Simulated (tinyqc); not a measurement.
Inside a calculation. Method: UHF in the sto-6g basis, for H2, spin multiplicity 1. Computed by tinyqc, a small Python program that keeps every step (integrals from PySCF). Settings: charge = 0, multiplicity = 1, basis = sto-6g, energy threshold = 1e-09, iteration cap = 70, orthogonalisation = canonical, start = Wolfsberg-Helmholz matrix, DIIS depth = 3, damping = 0.2, shift = 1.0, method = UHF, break = 0.7. Command: `OMP_NUM_THREADS=1 python tinyqc.py 25665 25666 out.jsonl` (the two numbers bound the seeds that draw the settings). One thread of a shared host (Intel(R) Xeon(R) Processor @ 2.60GHz), about 0.09 s of CPU time with the checks. Later iterations appear only in the table of the cycle.

## One-electron integrals

Geometry (angstrom):
```
atom         x         y         z
H     0.000000  0.000000  0.000000
H     0.000000  0.000000  1.034000
```

Basis sto-6g: exponents (1/bohr^2) and contraction coefficients of normalised primitives:
```
element  l (shell)   exponent  coefficient
H            s (1)  35.523221     0.009164
H            s (1)   6.513144     0.049361
H            s (1)   1.822143     0.168538
H            s (1)   0.625955     0.370563
H            s (1)   0.243077     0.416492
H            s (1)   0.100112     0.130334
```

Overlap, kinetic and nuclear-attraction integrals over the contracted functions; the nuclear repulsion is the sum of Za Zb / Rab.

nuclear repulsion = 0.51177680 hartree

overlap S, order 1H 1s, 2H 1s:
```
[[1.000000, 0.476980],
 [0.476980, 1.000000]]
```

kinetic energy T (hartree), order 1H 1s, 2H 1s:
```
[[0.768522, 0.099960],
 [0.099960, 0.768522]]
```

nuclear attraction V (hartree), order 1H 1s, 2H 1s:
```
[[-1.737571, -0.752619],
 [-0.752619, -1.737571]]
```

core Hamiltonian H = T + V (hartree), order 1H 1s, 2H 1s:
```
[[-0.969049, -0.652659],
 [-0.652659, -0.969049]]
```

## Two-electron integrals

Functions are numbered as in S; the eight-fold symmetry (ij|kl) = (ji|kl) = (kl|ij) leaves the list below.

Two-electron integrals (ij|kl) in chemists' order, unique and non-zero (hartree):
```
(11|11) 0.774999   (21|11) 0.294081   (21|21) 0.144383   (22|11) 0.467101
(22|21) 0.294081   (22|22) 0.774999
```

## Orthogonalisation

S = U s U^T; canonical form X = U s^(-1/2), so that X^T S X = 1. Each column of U has its largest component positive (the first on a tie).

eigenvalues of S: [0.523020, 1.476980]

X, order 1H 1s, 2H 1s:
```
[[0.977746, 0.581832],
 [-0.977746, 0.581832]]
```

## Starting guess

The start is the generalised Wolfsberg-Helmholz matrix (K = 1.75) built on H, with HOMO and LUMO mixed by +/-0.7 rad for the two spins; D(s) = C_occ C_occ^T for each spin.

D(alpha) at the start, order 1H 1s, 2H 1s:
```
[[1.155390, -0.198717],
 [-0.198717, 0.034177]]
```

D(beta) at the start, order 1H 1s, 2H 1s:
```
[[0.034177, -0.198717],
 [-0.198717, 1.155390]]
```

## Iteration 1: building the Fock matrix

J_ij = sum D_kl (ij|kl) with D = D(alpha) + D(beta), K_ij = sum D_kl (ik|jl) for each spin; F = H + J - K(s); E = tr D H + tr D J / 2 - 0.5 sum_s tr D(s) K(s) + E_nn.

Coulomb J (hartree), order 1H 1s, 2H 1s:
```
[[1.243807, 0.584893],
 [0.584893, 1.243807]]
```

exchange K(alpha) (hartree), order 1H 1s, 2H 1s:
```
[[0.783483, 0.228317],
 [0.228317, 0.076428]]
```

exchange K(beta) (hartree), order 1H 1s, 2H 1s:
```
[[0.076428, 0.228317],
 [0.228317, 0.783483]]
```

F(alpha) (hartree), order 1H 1s, 2H 1s:
```
[[-0.508725, -0.296083],
 [-0.296083, 0.198330]]
```

F(beta) (hartree), order 1H 1s, 2H 1s:
```
[[0.198330, -0.296083],
 [-0.296083, -0.508725]]
```

total energy of this density = -0.84490832 hartree

This density is the starting one.

## Iteration 1: diagonalisation and new density

A level shift of 1 hartree raises the virtual space: F + shift (S - S D(s) S), with D(s) the density of one spin. Diagonalise F' = X^T F X, C = X C', fill 1 alpha and 1 beta electrons from the bottom; D(s) = C_occ C_occ^T; the new density keeps 0.2 of the old one (damping). Each column has its largest component positive (the first on a tie).

F' = X^T F X (alpha) (hartree):
```
[[0.854352, -0.894957],
 [-0.894957, 0.109474]]
```

orbital energies (alpha) (hartree): [-0.487447, 1.451273]

coefficients C (alpha), order 1H 1s, 2H 1s:
```
[[1.026577, -0.490567],
 [-0.058491, 1.136263]]
```

F' = X^T F X (beta) (hartree):
```
[[0.854352, 0.894957],
 [0.894957, 0.109474]]
```

orbital energies (beta) (hartree): [-0.487447, 1.451273]

coefficients C (beta), order 1H 1s, 2H 1s:
```
[[-0.058491, 1.136263],
 [1.026577, -0.490567]]
```

D(alpha) after iteration 1, order 1H 1s, 2H 1s:
```
[[1.074166, -0.087780],
 [-0.087780, 0.009572]]
```

D(beta) after iteration 1, order 1H 1s, 2H 1s:
```
[[0.009572, -0.087780],
 [-0.087780, 1.074166]]
```

## Iteration 2: building the Fock matrix

As before.

Coulomb J (hartree), order 1H 1s, 2H 1s:
```
[[1.242854, 0.586718],
 [0.586718, 1.242854]]
```

exchange K(alpha) (hartree), order 1H 1s, 2H 1s:
```
[[0.782230, 0.265031],
 [0.265031, 0.110881]]
```

exchange K(beta) (hartree), order 1H 1s, 2H 1s:
```
[[0.110881, 0.265031],
 [0.265031, 0.782230]]
```

F(alpha) (hartree), order 1H 1s, 2H 1s:
```
[[-0.508425, -0.330972],
 [-0.330972, 0.162924]]
```

F(beta) (hartree), order 1H 1s, 2H 1s:
```
[[0.162924, -0.330972],
 [-0.330972, -0.508425]]
```

total energy of this density = -0.91030659 hartree

This density is a damped mixture and is not idempotent.

## Iteration 2: DIIS over 2 matrices

error matrix X^T (FDS - SDF) X (alpha):
```
[[0.000000, 0.170714],
 [-0.170714, 0.000000]]
```

B (overlaps of the stored error matrices):
```
[[1.8473991e-01, 1.4675016e-01],
 [1.4675016e-01, 1.1657259e-01]]
```

Minimise |sum c_i e_i|^2 with sum c_i = 1: solve [B -1; -1 0][c; lambda] = [0; -1] with B_ij = tr e_i^T e_j summed over both spins, and take F = sum c_i F_i.

DIIS coefficients: [-3.862888, 4.862888]

extrapolated F(alpha) (hartree), order 1H 1s, 2H 1s:
```
[[-0.507269, -0.465745],
 [-0.465745, 0.026156]]
```

extrapolated F(beta) (hartree), order 1H 1s, 2H 1s:
```
[[0.026156, -0.465745],
 [-0.465745, -0.507269]]
```

## Iteration 2: diagonalisation and new density

As before.

F' = X^T F X (alpha) (hartree):
```
[[1.101236, -0.771300],
 [-0.771300, -0.148887]]
```

orbital energies (alpha) (hartree): [-0.516602, 1.468951]

coefficients C (alpha), order 1H 1s, 2H 1s:
```
[[0.945966, -0.632190],
 [0.104433, 1.132965]]
```

F' = X^T F X (beta) (hartree):
```
[[1.101236, 0.771300],
 [0.771300, -0.148887]]
```

orbital energies (beta) (hartree): [-0.516602, 1.468951]

coefficients C (beta), order 1H 1s, 2H 1s:
```
[[0.104433, 1.132965],
 [0.945966, -0.632190]]
```

D(alpha) after iteration 2, order 1H 1s, 2H 1s:
```
[[0.930714, 0.061476],
 [0.061476, 0.010640]]
```

D(beta) after iteration 2, order 1H 1s, 2H 1s:
```
[[0.010640, 0.061476],
 [0.061476, 0.930714]]
```

## Iteration 28 (converged): orbitals

converged F(alpha) (hartree), order 1H 1s, 2H 1s:
```
[[-0.240222, -0.465044],
 [-0.465044, -0.240185]]
```

converged F(beta) (hartree), order 1H 1s, 2H 1s:
```
[[-0.240185, -0.465044],
 [-0.465044, -0.240222]]
```

Diagonalise F' = X^T F X, C = X C', fill 1 alpha and 1 beta electrons from the bottom; D(s) = C_occ C_occ^T. Each column has its largest component positive (the first on a tie).

F' = X^T F X (alpha) (hartree):
```
[[0.429888, -0.000021],
 [-0.000021, -0.477493]]
```

orbital energies (alpha) (hartree): [-0.477493, 0.429888]

coefficients C (alpha), order 1H 1s, 2H 1s:
```
[[0.581855, -0.977732],
 [0.581809, 0.977760]]
```

F' = X^T F X (beta) (hartree):
```
[[0.429888, 0.000021],
 [0.000021, -0.477493]]
```

orbital energies (beta) (hartree): [-0.477493, 0.429888]

coefficients C (beta), order 1H 1s, 2H 1s:
```
[[0.581809, 0.977760],
 [0.581855, -0.977732]]
```

D(alpha) after iteration 28, order 1H 1s, 2H 1s:
```
[[0.338555, 0.338529],
 [0.338529, 0.338502]]
```

D(beta) after iteration 28, order 1H 1s, 2H 1s:
```
[[0.338502, 0.338529],
 [0.338529, 0.338555]]
```

## Convergence

Stop when the energy changes by less than 1e-09 hartree and every element of the error matrix X^T (F D S - S D F) X (for each spin) is below 9e-06.

Course of the cycle:
```
iteration  E (hartree)     change  largest element of the error matrix
1          -0.84490832          -                             2.15e-01
2          -0.91030659  -6.54e-02                             1.71e-01
3          -0.97892338  -6.86e-02                             1.09e-01
4          -1.01493377  -3.60e-02                             7.38e-02
5          -1.03397406  -1.90e-02                             5.24e-02
6          -1.04518471  -1.12e-02                             3.75e-02
7          -1.05214878  -6.96e-03                             2.69e-02
8          -1.05656479  -4.42e-03                             1.93e-02
9          -1.05938416  -2.82e-03                             1.38e-02
10         -1.06117300  -1.79e-03                             9.73e-03
11         -1.06228440  -1.11e-03                             6.72e-03
12         -1.06295016  -6.66e-04                             4.52e-03
13         -1.06332843  -3.78e-04                             2.96e-03
14         -1.06352903  -2.01e-04                             1.89e-03
15         -1.06362742  -9.84e-05                             1.19e-03
16         -1.06367222  -4.48e-05                             7.45e-04
17         -1.06369144  -1.92e-05                             4.63e-04
18         -1.06369933  -7.89e-06                             2.87e-04
19         -1.06370248  -3.15e-06                             1.78e-04
20         -1.06370372  -1.24e-06                             1.10e-04
21         -1.06370420  -4.81e-07                             6.83e-05
22         -1.06370439  -1.86e-07                             4.23e-05
23         -1.06370446  -7.16e-08                             2.62e-05
24         -1.06370449  -2.75e-08                             1.62e-05
25         -1.06370450  -1.06e-08                             1.01e-05
26         -1.06370450  -4.06e-09                             6.23e-06
27         -1.06370450  -1.56e-09                             3.86e-06
28         -1.06370450  -5.98e-10                             2.39e-06
```

PySCF UHF in the same basis, after a stability check = -1.06370451 hartree

Converged in 28 iterations.

## Populations, bond orders and dipole

Mulliken: Z minus the diagonal of D S on the atom; Loewdin: the same with S^(1/2) D S^(1/2); Mayer order: 2 sum_s sum (D(s) S)_ij (D(s) S)_ji over the two atoms.

Charges (e):
```
atom  Mulliken  Loewdin  Mulliken spin
1H           0        0       0.000054
2H           0        0      -0.000054
```

Mayer bond orders:
```
pair     order
2-1   1.000000
```

dipole moment about the origin, x y z (debye): [0.000000, 0.000000, 0.000000]

<S^2> of the determinant (pure state: 0) = 2.23e-09
